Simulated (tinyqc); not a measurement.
Angle of incidence: thin-film optics by transfer matrices.

Indices N = n + i k. Snell: N0 sin(theta) = N_j sin(theta_j), with Im(N_j cos theta_j) >= 0. Admittance y_j = N_j cos theta_j for s and N_j/cos theta_j for p. Phase delta_j = 2 pi N_j cos theta_j d_j/lambda. Layer matrix [[cos delta, -i sin delta/y], [-i y sin delta, cos delta]], multiplied from the top down to M. (B, C) = M (1, y_sub); r = (y0 B - C)/(y0 B + C), R = |r|^2, T = 4 Re y0 Re y_sub/|y0 B + C|^2, absorbed in the films 1 - R - T.

Ellipsometry: rho = tan(Psi) exp(i Delta) = -conj(r_p/r_s) with the r of the admittance formula, Delta in 0 to 360 degrees, so that a bare dielectric at small angles gives Delta = 180.

Inputs chosen for the exercise (indices near those of resist, ARC on Cu; shifted at random, so the results belong to these values and not to a real crystal):
```
symbol  value                  unit  meaning
lam     248                    nm    vacuum wavelength
n0      1                            ambient index
n       (1.75, 1.835, 1.448)         n of resist, ARC, substrate
k       (0.012, 0.413, 1.742)        k in the same order
d       (685, 89.2)            nm    thicknesses, top first
```

Both polarisations.

Stack:
```
theta (degrees)     R_s     R_p    Psi   Delta
0                0.1093  0.1093  45.00  180.00
15               0.1036  0.0899  42.97  180.20
30               0.0598  0.0262  33.52  182.89
45               0.2097  0.0418  24.05  172.01
55               0.2312  0.0116  12.64  202.84
60               0.2039  0.0038   7.73  287.16
65               0.2286  0.0179  15.64  354.45
70               0.3368  0.0511  21.27   12.62
75               0.4885  0.1085  25.23   13.50
80               0.6473  0.2226  30.39    8.79
85               0.8126  0.4685  37.21    3.93
```

What can be read from this table?

R_s and R_p agree at normal incidence (0.1093). R_p is lowest at 60 degrees of those listed (0.0038), where R_s = 0.2039; the top face alone would stop reflecting p light at arctan(n/n0) = 60.3 degrees, while the layers and the substrate below set where the minimum falls. R_s does not rise steadily, because the phase thickness of the films changes with the angle.

(tinyqc, `OMP_NUM_THREADS=1 python tinyqc.py 1651981 1651982 out.jsonl`, Intel(R) Xeon(R) Processor @ 2.30GHz, 1 thread, shared host, about 0.01 s.)
